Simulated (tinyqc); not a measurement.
Lossy on-chip transmission line with skin effect: one step of the calculation.

A uniform line in a homogeneous dielectric: c = sqrt(er)/(c0 Z0), l = Z0 sqrt(er)/c0 (c0 = 299792458 m/s), g = w c td, w = 2 pi f. The resistance joins its limits as r = sqrt(r_dc^2 + r_hf^2), with r_dc = rho/(wd th), r_hf = kr rho/(2 delta (wd + th)), delta = sqrt(rho/(pi f mu0)), mu0 = 4 pi 1e-7 H/m; this is an interpolation, and internal inductance, up to 0.05 nH/mm at low frequency, is neglected.

Question. Reflection, input impedance and transfer. ZL = 1/(1/RL + i w CL); reflection (ZL - Zc)/(ZL + Zc); Zin = Zc (ZL + Zc tanh(gamma len))/(Zc + ZL tanh(gamma len)); H = V_load/V_source = [Zin/(Zin + Rg)]/[cosh(gamma len) + (Zc/ZL) sinh(gamma len)].

Values chosen for this exercise:
```
symbol  value  unit            meaning
Rg         50   ohm  source resistance
RL        100   ohm    load resistance
CL        100    fF   load capacitance
f          23   GHz          frequency
```

gamma len = 0.1747276+3.1657522i
Zc = 75.114322-3.995122i ohm

Wanted: ZL; reflection at the load; Zin; H; |H|.

Answer.

ZL = 32.379-46.792i ohm
reflection at the load = -0.17123-0.47904i
Zin = 44.780-37.995i ohm
H = -0.43785+0.24140i
|H| = -6.0208 dB

tinyqc, about 0.01 s, one thread, Intel Xeon 2.30GHz (shared host): `OMP_NUM_THREADS=1 python tinyqc.py 2810193 2810194 out.jsonl`
